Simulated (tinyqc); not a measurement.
Slater-Koster d bands of a bcc metal, step by step. Values are carried at full precision from step to step, so a last printed digit may differ when a step is redone from the rounded ones.

Slater-Koster d bands. For a bond with direction cosines (l, m, n) the 5 x 5 block is dds Ps + ddp Pp + ddd (1 - Ps - Pp), the projectors on sigma, pi and delta states about the bond; for instance <xy|xy> = 3 l^2 m^2 dds + (l^2 + m^2 - 4 l^2 m^2) ddp + (n^2 + l^2 m^2) ddd, <xy|yz> = 3 l m^2 n dds + l n (1 - 4 m^2) ddp + l n (m^2 - 1) ddd and <3z2-r2|3z2-r2> = (n^2 - (l^2 + m^2)/2)^2 dds + 3 n^2 (l^2 + m^2) ddp + (3/4)(l^2 + m^2)^2 ddd. H(k) sums the blocks times cos(k.R) over the neighbours; the d level is the zero of energy; k in 2 pi/a.

Parameters, chosen for this exercise (of the size met in W; the results hold for these values, not for the real material): dds = -1.316 eV (dd sigma); ddp = 0.658 eV (dd pi); ddd = -0.211 eV (dd delta); f2 = 0.48 (factor on all three integrals for second neighbours); k = (0.31, 0.34, 0.12) 2 pi/a (wave vector); Nd = 5 (d electrons per atom).

## The block of one bond

Direction (1,1,1)/sqrt3; its eigenvalues must be dds once, ddp twice and ddd twice.

block (eV):
```
             xy       yz       zx    x2-y2   3z2-r2
xy      -0.3862  -0.4649  -0.4649        0  -0.3345
yz      -0.4649  -0.3862  -0.4649  -0.2897   0.1672
zx      -0.4649  -0.4649  -0.3862   0.2897   0.1672
x2-y2         0  -0.2897   0.2897   0.3683        0
3z2-r2  -0.3345   0.1672   0.1672        0   0.3683
```

## Levels at Gamma

Neighbours: eight at (a/2)(1,1,1) and equivalents, and six at a(1,0,0) and equivalents with the integrals times f2.

Summing the blocks at k = 0 gives E(t2g) = (8/3) dds + (16/9) ddp + (32/9) ddd + f2 (4 ddp + 2 ddd), E(eg) = (16/3) ddp + (8/3) ddd + f2 (3 dds + 3 ddd).

levels (eV): t2g (threefold) -2.0290, eg (twofold) 0.7478

The t2g level lies lower, by 2.7768 eV.

## The Hamiltonian at one k

Sum over the neighbours.

H(k) (eV):
```
             xy       yz       zx    x2-y2   3z2-r2
xy      -1.4966   0.5455   0.6744        0   1.8032
yz       0.5455  -0.5813   2.5062   0.4202  -0.2426
zx       0.6744   2.5062  -0.4414  -0.3399  -0.1962
x2-y2         0   0.4202  -0.3399   1.4965   0.0770
3z2-r2   1.8032  -0.2426  -0.1962   0.0770   0.2438
```

## Levels and character

Diagonalise H; t2g is xy, yz, zx and eg the other two.

levels (eV): -3.0891  -2.7914  1.3233  1.5655  2.2127

weights:
```
     band 1  band 2  band 3  band 4  band 5
t2g   0.984   0.737   0.267   0.030   0.983
eg    0.016   0.263   0.733   0.970   0.017
```

## Levels at points of symmetry

Coordinates: G (0, 0, 0), H (1, 0, 0), N (0.5, 0.5, 0), P (0.5, 0.5, 0.5); the others lie half way.

Levels (eV):

| k | band 1 | band 2 | band 3 | band 4 | band 5 |
|---|---|---|---|---|---|
| G | -2.029 | -2.029 | -2.029 | 0.748 | 0.748 |
| G-H 0.5 | -1.794 | -0.203 | -0.203 | 0.328 | 1.466 |
| H | -5.146 | -5.146 | 4.151 | 4.151 | 4.151 |
| N | -3.633 | -3.517 | 1.794 | 1.839 | 3.922 |
| P | -1.061 | -1.061 | -1.061 | 2.199 | 2.199 |
| P-G 0.5 | -2.760 | -2.760 | 1.395 | 1.395 | 1.537 |
| G-N 0.5 | -2.773 | -2.426 | 0.889 | 0.946 | 1.271 |

On these points the bands run from -5.146 (H) to 4.151 eV (H).

## Second moment and the rectangular band

mu2 = z (dds^2 + 2 ddp^2 + 2 ddd^2)/5 per orbital, with z = 8 + 6 f2^2. A rectangular band with the same mu2 has width W = sqrt(12 mu2), Fermi level W (Nd/10 - 1/2) and bond energy -W Nd (10 - Nd)/20 (Friedel).

mu2 = 5.0418 eV^2
W = 7.7783 eV
Fermi level = 0.0000 eV
bond energy per atom = -9.7228 eV

The bond energy is the attractive part alone; the repulsion between atoms, left out, cancels a large share of it in the cohesive energy.

## Checks

- Levels at Gamma from the formulas against H(0): they agree to 1e-10 or better.
- Second moment from the formula against the mean square level on the mesh: both 5.04178.

Program tinyqc; command `OMP_NUM_THREADS=1 python tinyqc.py 1482749 1482750 out.jsonl`; about 0.05 s on one thread of a shared Intel(R) Xeon(R) Processor @ 2.30GHz.
